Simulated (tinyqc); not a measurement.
Current of a Schottky diode by thermionic-emission-diffusion theory, and its read-back from I-V-T and C-V data: one step, computed by the program tinyqc.

Full ionisation, no tunnelling, no recombination current. V is the voltage across the junction itself, forward positive.

Task: Read-back from the I-V curve. N_c(T) = N_c (T/300 K)^(3/2); V_bi = phi_0 - (k_B T/e) ln(N_c(T)/N); surface field F = sqrt(2 e N (V_bi - V - k_B T/e)/(eps eps_0)); image lowering d_phi = sqrt(e F/(4 pi eps eps_0)); effective barrier phi = phi_0 - d_phi. Collection velocity v_R = A* T^2/(e N_c(T)); diffusion velocity v_D = mu F; J = e N_c(T) v_R/(1 + v_R/v_D) exp(-phi/k_B T) [exp(e V/k_B T) - 1]. Ideality n = (e/k_B T)/(d ln J/dV) by a central difference of +/- 1 mV; J_0 = J exp(-e V/(n k_B T)); apparent barrier phi_IV = k_B T ln(A* T^2/J_0); a C-V plot gives phi_CV = phi_0, the mean without lowering.

Inputs (values chosen for the exercise, modelled on n-type silicon):
```
quantity                                     value          unit
Richardson constant A*                         111  A/(cm^2 K^2)
effective density of states at 300 K, N_c  2.8e+19        1/cm^3
permittivity eps                              11.7             -
mobility mu                                   1500    cm^2/(V s)
barrier without image force phi_0            0.805            eV
doping N                                   4.1e+15        1/cm^3
junction voltage V                            0.32             V
temperature T                                  200             K
```

Barrier: uniform.

Constants: k_B = 8.617333262e-05 eV/K; e = 1.602176634e-19 C; eps_0 = 8.8541878128e-12 F/m.

Give: ideality factor n; extrapolated J_0; apparent barrier phi_IV; phi_CV - phi_IV.

Result:

ideality factor n = 1.014

extrapolated J_0 = 7.008e-14 A/cm^2

apparent barrier phi_IV = 0.7858 eV

phi_CV - phi_IV = 19.18 meV
